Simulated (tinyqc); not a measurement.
The three schemes as the step is halved: finite-difference solution of the diffusion equation on a small grid. Computed by tinyqc, a small Python program. Command: `OMP_NUM_THREADS=1 python tinyqc.py 3020711 3020712 out.jsonl fdiff walk`. One thread of a shared host (Intel(R) Xeon(R) Processor @ 2.30GHz), about 0.01 s of CPU time with the checks.

dC/dt = D d2C/dx2 on nodes x_j = j dx, j = 0..11; the far end is sealed.

Inputs (values chosen for the exercise):

| quantity | value | unit |
|---|---|---|
| diffusivity D | 14 | nm^2/s |
| grid spacing dx | 20 | nm |
| time step dt | 4.8 | s |
| final time t_f | 144 | s |
| surface value C_s | 97 | % of a reference |

Boundary at x = 0: fixed surface value. Scheme: explicit.

start values C_j, j = 0, 1, ... (% of a reference): 0  0  0  0  0  0  0  0  0  0  0  0

Method:
- The operator M acts as (M C)_j = C_(j-1) - 2 C_j + C_(j+1); at the sealed far end a mirror node gives 2 C_(N-2) - 2 C_(N-1); at j = 0, C_0 is held at C_s from the start (row of zeros).
- r = D dt/dx^2.
- The mode of M with eigenvalue mu has its amplitude multiplied per step by g = (1 + (1 - theta) r mu)/(1 - theta r mu), with theta = 0 explicit, 1 implicit, 1/2 Crank-Nicolson; the explicit scheme is stable for r up to 2/|mu_min|.
- With r = D dt/dx^2: (1 - theta r M) C(new) = (1 + (1 - theta) r M) C(old); theta = 0 explicit, 1 implicit, 1/2 Crank-Nicolson.
- Each run reaches t_f in n equal steps; errors are the largest difference from exp(M D t_f/dx^2) C(0). A dash marks unstable explicit runs.

largest stable r of the explicit scheme = 0.502558

Largest error at t_f (%):

| steps n | r | explicit | implicit | Crank-Nicolson |
|---|---|---|---|---|
| 4 | 1.2600 | - | 3.2528 | 4.5130e-01 |
| 8 | 0.6300 | - | 1.6362 | 7.1335e-02 |
| 16 | 0.3150 | 0.80357 | 0.8161 | 1.7901e-02 |
| 32 | 0.1575 | 0.40382 | 0.4070 | 4.4792e-03 |
| 64 | 0.0788 | 0.20237 | 0.2032 | 1.1200e-03 |
| 128 | 0.0394 | 0.10129 | 0.1015 | 2.8002e-04 |
| 256 | 0.0197 | 0.05067 | 0.0507 | 7.0006e-05 |

What follows from these numbers?

From the last two rows, halving the step divides the error by 2.00 (explicit), 2.00 (implicit), 4.00 (Crank-Nicolson): a factor 2 marks first order in dt and 4 second order. The explicit scheme needs n of at least 11 to be stable; the other two are stable at any step.

Extremes, crossings and ranges named in words are read from the listed rows.
